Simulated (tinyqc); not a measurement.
Which input was changed? Model: oxide trap near a transistor channel: two-state multiphonon kinetics, telegraph noise and bias instability. Computed by tinyqc, a small Python program. Command: `OMP_NUM_THREADS=1 python tinyqc.py 3013956 3013957 out.jsonl oxidetrap which`. One thread of a shared host (Intel(R) Xeon(R) Processor @ 2.30GHz), about 0.07 s of CPU time with the checks.

An n-channel device under positive gate bias. The trap is empty (state 1) or holds an electron (state 2); both states are parabolas of equal curvature, and the electron reservoir is taken at the Fermi level of the channel.

Inputs (values chosen for the exercise, with an insulator like Si3N4 on silicon): trap depth x from the interface = 0.81 nm; tunnel barrier phi_b = 2.13 eV; tunnelling mass m_ox = 0.41 m_0; trap level above E_F at zero field E_t = 0.013 eV; relaxation energy E_R = 2.9 eV; oxide field F = 1.6 MV/cm; attempt rate k_0 at the interface = 2e+11 1/s; temperature T = 450 K; stress time t_s = 0.03 s; mean capture barrier mu_c = 1.5 eV; spread of the barriers s_c = 0.27 eV; saturation shift dV_max = 23 mV.

Parts treated: one trap and an ensemble.

Constants: hbar^2/(2 m_0) = 3.80998212 eV angstrom^2; k_B = 8.617333262e-05 eV/K.

Method:
- kappa = sqrt(2 m_ox phi_b)/hbar = sqrt(m_ox phi_b/(hbar^2/2m_0)); attenuation length lambda = 1/(2 kappa); factor exp(-x/lambda) for a rectangular barrier.
- E_21 = E_t - e F x is the energy of state 2 over state 1; barriers E_c = (E_R + E_21)^2/(4 E_R), E_e = E_c - E_21; tau_c = exp(E_c/k_B T)/(k_0 P), tau_e = exp(E_e/k_B T)/(k_0 P), P the tunnelling factor; occupation f_2 = tau_e/(tau_c + tau_e); 1/tau_0 = 1/tau_c + 1/tau_e.
- From the zero-field occupation f(0), f(t) = f_2 + (f(0) - f_2) exp(-t/tau_0) under the field; after t_s the field is removed and f relaxes with the zero-field constants.
- For a normal spread of capture barriers (given for the stress field, with depth and field not resolved, k_0 being taken as the effective rate of the ensemble), traps with barrier below k_B T ln(k_0 t) are filled: dV(t) = (dV_max/2) erfc((mu_c - k_B T ln(k_0 t))/(sqrt(2) s_c)); local exponent n = d ln dV/d ln t (central difference, factor 1.01 in t).

Task: One of these inputs alone was changed, within the range given: relaxation energy E_R (1.45 to 5.8); temperature T (225 to 550); tunnel barrier phi_b (1.065 to 4.26); tunnelling mass m_ox (0.205 to 0.82). Which one, and to what value?

Results:
```
run     half-time of recovery (s)  emission time tau_e (s)  shift after t_s (mV)
before                  0.5258561                 7.129162             0.2327422
after                   0.0425540                 0.579597             0.2327422
```

Result:

Each candidate set to reproduce half-time of recovery, and what it then gives:
```
candidate                   range searched  value needed  emission time tau_e (s)  shift after t_s (mV)
relaxation energy E_R (eV)     1.45 to 5.8         2.510                  0.57960               0.23274
temperature T (K)               225 to 550         520.0                  0.46765               0.79305
tunnel barrier phi_b (eV)    1.065 to 4.26  out of reach                        -                     -
tunnelling mass m_ox (m_0)   0.205 to 0.82  out of reach                        -                     -
```

Only relaxation energy E_R fits every result: it went from 2.9 to 2.51 eV. The next best candidate, temperature T, misses one result by a factor of 3.4.
